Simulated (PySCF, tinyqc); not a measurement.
Orbital energy against energy difference: ionisation energy by orbital energies and by energy differences in the 6-31g basis, for Be, spin multiplicity 1. Computed by the program tinyqc with PySCF. The cation is unrestricted; errors are against CCSD(T) in this basis, not against experiment.

Geometry (angstrom):

| atom | x | y | z |
|---|---|---|---|
| Be | 0.0000 | 0.0000 | 0.0000 |

CCSD(T) difference in the same basis = 9.1781 eV

IP-EOM-CCSD = 9.1811 eV

First vertical ionisation energy (eV):

| method | -e(HOMO) | E(cation) - E | error of -e(HOMO) | error of the difference |
|---|---|---|---|---|
| HF | 8.1987 | 7.928128 | -0.9794 | -1.2499 |
| PBE | 5.3770 | 8.940218 | -3.8010 | -0.2378 |
| B3LYP | 6.0898 | 9.049259 | -3.0883 | -0.1288 |
| PBE0 | 6.2784 | 8.909382 | -2.8996 | -0.2687 |
| CAM-B3LYP | 7.4693 | 9.046887 | -1.7087 | -0.1312 |
| LC-wPBE | 8.7669 | 8.978338 | -0.4112 | -0.1997 |

Estimate the missing row, method = LDA.

Computed row:
```
method  -e(HOMO)  E(cation) - E  error of -e(HOMO)  error of the difference
LDA       5.3276       8.941187            -3.8504                  -0.2369
```

Koopmans errs by -0.98 eV and Delta-HF by -1.25 eV: relaxation, 0.27 eV, lowers the value and the missing correlation difference works against it. The PBE level is off by -3.8 eV through the wrong tail of its potential, though its energy difference is off by -0.24 eV; exact exchange deepens the level, and among the orbital energies LC-wPBE comes closest; among the differences B3LYP does. The restricted reference is unstable here: a spin-polarised solution lies 0.0006 hartree lower (PySCF), so results built on it describe a poor reference.
